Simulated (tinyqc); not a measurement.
A clean chain and dephasing by Buettiker voltage probes: effect of the dephasing strength.

Sites 1 to 6 form a chain with hopping -t. Lead L joins site 1 and lead R site 6, both semi-infinite chains with hopping -t and site energy 0. Every site carries a probe with self-energy -i Gamma_p/2 that draws no net current. Linear response at zero temperature: mu_L = 1, mu_R = 0 in units of the bias.

Sigma = t^2 g(E), g(x) = (x - i sqrt(4 t^2 - x^2))/(2 t^2) for |x| < 2 t and (x - sign(x) sqrt(x^2 - 4 t^2))/(2 t^2) otherwise; Gamma = -2 Im Sigma; G = (E - H - Sigma_L - Sigma_R + i Gamma_p/2)^(-1). With Gamma the broadening by one lead, T_RL = Gamma^2 |G_(6,1)|^2, T_pL = Gamma Gamma_p |G_(p,1)|^2, T_pR = Gamma Gamma_p |G_(p,6)|^2, T_pq = Gamma_p^2 |G_(p,q)|^2 for p != q. No current into probe p: W mu = T_pL with W_pp = T_pL + T_pR + sum_q T_pq and W_pq = -T_pq. Then T_eff = T_RL + sum_p T_pR mu_p, and the resistance is (h/2q^2)/T_eff. Without probes means Gamma_p = 0.

Values chosen for this exercise: hopping (matrix element -t) t = 1 eV; site energies 1 to N U = [0, 0, 0, 0, 0, 0] eV; Fermi energy E = 0.03 eV.

Constants: q = 1.602176634e-19 C, h = 6.62607015e-34 J s. Results are converted to the units shown.

Effect of the dephasing strength:
```
gp (eV),T_RL,through probes,T_eff,resistance (kohm)
0.011,0.9675,0.01623,0.9838,13.12
0.021,0.9389,0.03052,0.9695,13.31
0.039,0.8896,0.05514,0.9447,13.66
0.075,0.7985,0.1003,0.8988,14.36
0.14,0.6572,0.1690,0.8262,15.62
0.27,0.4457,0.2650,0.7106,18.16
0.51,0.2188,0.3443,0.5631,22.92
0.98,0.05590,0.3400,0.3959,32.60
1.9,0.004487,0.2350,0.2395,53.90
3.5,9.920e-5,0.1256,0.1257,102.7
```

What does the table show?

Without probes the transmission is 1.00. T_eff falls from 0.984 to 0.126; the direct part falls from 0.968 to 9.92e-5 and the part through probes goes from 0.0162 through a maximum of 0.344 (at gp = 0.51 eV among the rows listed) to 0.126. At this energy dephasing lowers T_eff from the start: the probes give back less than the direct part loses.

Computed by the program tinyqc: `OMP_NUM_THREADS=1 python tinyqc.py 2700015 2700016 out.jsonl`, one thread of a shared Intel Xeon 2.30GHz, about 0.01 s for the whole run.
